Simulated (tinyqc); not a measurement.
Vacuum evaporation: vapour pressure, source flux, thickness distribution, purity and step coverage: one step, computed by the program tinyqc.

Molecular flow, unit sticking of the metal, no re-evaporation. The background gas is taken as water vapour (18.015 g/mol, collision diameter 0.37 nm) at 300 K.

Question. Offset source and rotation. Rotating wafer, source offset by s and facing upwards: thickness at radius r is the mean over the angle a of (1 + (r^2 + s^2 - 2 r s cos a)/h^2)^(-(n + 3)/2), by 360 equal steps; non-uniformity (max - min)/(max + min) over 21 radii from 0 to R.

Inputs (values chosen for the exercise, modelled on copper, with constants for the liquid):
```
quantity,value,unit
directionality n,2,-
source-to-wafer distance h,22,cm
wafer radius R,5,cm
source offset from the axis s/h,0.65,-
```

Give: centre thickness relative to an axial source; edge over centre, rotating; non-uniformity, rotating.

Answer.

centre thickness relative to an axial source = 0.41435

edge over centre, rotating = 1.0003

non-uniformity, rotating = 0.048843 %
